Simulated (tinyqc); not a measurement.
Two-dimensional dopant profile at a mask edge: lateral junction, overlap and effective channel length: one step, computed by the program tinyqc. Command: `OMP_NUM_THREADS=1 python tinyqc.py 3012527 3012528 out.jsonl lateral walk`. One thread of a shared host (Intel(R) Xeon(R) Processor @ 2.30GHz), about 0.01 s of CPU time with the checks.

Ions enter for y < 0; the mask (spacer, then gate) covers y > 0. x is the depth. The surface reflects dopant during the anneal.

Task: Lateral junction at the surface. Widths s_x^2 = (vertical straggle)^2 + 2 D t, s_y^2 = (lateral straggle)^2 + 2 D t. C(x, y) = V(x) (1/2) erfc(y/(sqrt2 s_y)), V(x) = Q/(sqrt(2 pi) s_x) [exp(-(x - R_p)^2/(2 s_x^2)) + exp(-(x + R_p)^2/(2 s_x^2))]; 1 nm = 1e-7 cm. The lateral junction at depth x solves C = C_B: y_j(x) = sqrt2 s_y erfc^-1(2 C_B/V(x)). Overlap under the gate = y_j(0) - spacer; metallurgical channel L_met = L_g - 2 overlap (tails from the two sides are not added). Abruptness at y_j(0) in nm per decade = ln(10) s_y sqrt(pi/2) exp(u^2) erfc(u), u = y_j/(sqrt2 s_y). Overlap capacitance per width = 3.9 eps_0 overlap/t_ox (zero if there is no overlap).

Inputs (values chosen for the exercise, modelled on a source-drain extension in silicon):
```
quantity,value,unit
channel doping C_B,1e+17,1/cm^3
gate length L_g,130,nm
offset spacer,0.33,nm
oxide thickness,4.3,nm
```

s_y = 13.34204 nm

V at the surface = 9.470949e+19 1/cm^3

vertical junction x_j = 57.40632 nm

Constants: eps_0 = 8.8541878128e-12 F/m.

Give: lateral junction y_j(0); ratio y_j(0)/x_j; overlap; metallurgical channel L_met; lateral abruptness; overlap capacitance.

Result:

lateral junction y_j(0) = 41.014 nm

ratio y_j(0)/x_j = 0.71445

overlap = 40.684 nm

metallurgical channel L_met = 48.632 nm

lateral abruptness = 9.1650 nm/decade

overlap capacitance = 0.32672 fF/um

The two overlaps take 63 % of the gate length.
